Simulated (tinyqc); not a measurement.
Classical nucleation, growth and JMAK kinetics of crystallisation from a melt or glass: one step, computed by the program tinyqc. Command: `OMP_NUM_THREADS=1 python tinyqc.py 3017011 3017012 out.jsonl nucl walk`. One thread of a shared host (Intel(R) Xeon(R) Processor @ 2.30GHz), about 0.01 s of CPU time with the checks.

A spherical nucleus cap on a flat wall with a sharp interface of isotropic energy gamma; lambda = Omega^(1/3) is the jump distance.

Task: Fraction transformed and grain size. JMAK with steady nucleation and growth, nuclei spread at random: extended fraction X_e = (pi/3) I u^3 t^4, X = 1 - exp(-X_e); t_X = [-3 ln(1 - X)/(pi I u^3)]^(1/4); final grains per volume = Gamma(5/4) (3/pi)^(1/4) (I/u)^(3/4), Gamma(5/4) = 0.9064024771. Grain size = (grains per volume)^(-1/3).

Inputs (values chosen for the exercise, for a model substance): temperature T = 1012 K; wall area per volume S_v = 130000 1/m; time t = 0.00029 s.

Nucleation: on a flat wall. Driving force: Thompson-Spaepen.

nucleation rate I = 6.863637e+23 1/(m^3 s)

growth velocity u = 0.6991478 m/s

Give: extended fraction; fraction X at t; half time t_0.5; grains per volume; grain size.

Result:

extended fraction = 1.737e+09

fraction X at t = 1

half time t_0.5 = 1.296e-06 s

grains per volume = 8.837e+17 1/m^3

grain size = 1.042 micrometre

t is 220 half times: the change is complete. Caution: grains come out smaller than the spacing of the walls, so nuclei are not spread at random as JMAK assumes.
